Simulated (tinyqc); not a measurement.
Zigzag graphene nanoribbon in tight binding: sweeps and comparisons. A value that a table varies takes the place of the one given here.

A zigzag ribbon of N chains, sites A1, B1, A2, ..., BN across it. For each k it is a chain with bonds -2t cos(k/2) (A_n to B_n) and -t (B_n to A_(n+1)), and +D, -D on A and B. A1 and BN are the edge sites; the Dirac points project to k = 2 pi/3.

Parameters, chosen for this exercise (near those used for graphene; not measured data):
- t = 2.7 eV (hopping)
- D = 0.5 eV (sublattice potential, +D on A and -D on B)
- Nw = 15 (chains, N of this table)
- k = 2.26 (k times the period sqrt3 acc)
- N = 4 (zigzag chains)

## The flat edge band

A ribbon of N = Nw chains: lowest positive level, next level, and weight on the two edge sites per state of the middle pair, along k.

Along k:
```
k/pi  2 cos(k/2)  lowest level (eV)  next (eV)  edge weight
0.50      1.4142            1.34424     1.6659        0.031
0.60      1.1756            0.82243     1.1899        0.059
0.65      1.0450            0.61696     1.0024        0.102
0.70      0.9080            0.51616     0.9155        0.214
0.75      0.7654            0.50041     1.0016        0.416
0.80      0.6180            0.50000     1.2472        0.618
0.85      0.4669            0.50000     1.5776        0.782
0.90      0.3129            0.50000     1.9488        0.902
0.95      0.1569            0.50000     2.3416        0.975
1.00      0.0000            0.50000     2.7459        1.000
```

Beyond k = 2 pi/3 the lowest level sinks towards D = 0.5 eV: it is within 1 meV of that from k/pi = 0.75 on. The edge weight grows from 0.21 at 0.70 to 1 at pi, where the chain breaks into dimers and the next level is sqrt(t^2 + D^2) = 2.7459 eV. So flat a band is sensitive to interactions, which this model leaves out; they matter once they exceed the splitting of the middle pair (2D, or for D = 0 only the small overlap of the two edges).

## Lowest level against width

D = 0; lowest positive level at the given k, and the estimate t x^N (1 - x^2), x = 2 cos(k/2) (a dash if x >= 1).

Level (eV):
```
N    matrix  estimate
2     1.320    0.5345
3    0.8828    0.4561
4    0.6390    0.3892
5    0.4849    0.3321
6    0.3794    0.2834
8    0.2461    0.2063
10   0.1673    0.1502
14  0.08288   0.07966
```

With x = 0.8533 < 1 the level falls exponentially: from N = 10 to 14 by a factor 0.495, against x^4 = 0.53.

## What each parameter does

The two lowest positive levels at k and the weight on the two edge sites per state of the middle pair. Each row changes one parameter from the base and keeps the others.

Results:
```
case          lowest (eV)  next (eV)  edge weight
base               0.8114     2.5085       0.5018
t = 2.835 eV       0.8368     2.6290       0.5018
N = 5              0.6965     2.0974       0.4406
D = 0.6 eV         0.8766     2.5303       0.5018
k = 2.16           0.9578     2.6475       0.4561
```

The largest shifts from the base row, up to three for each result and ties (the steps differ in size, so this ranks the rows, not the parameters). lowest (eV): k +0.1464, N -0.1149, D +0.0652. next (eV): N -0.4111, k +0.1391, t +0.1206. edge weight: N -0.0612, k -0.0457; unchanged at the printed digits by t and D.

Run: tinyqc, `OMP_NUM_THREADS=1 python tinyqc.py 1450902 1450903 out.jsonl`; Intel(R) Xeon(R) Processor @ 2.30GHz, one thread, shared host; about 0.01 s of CPU time with all checks.
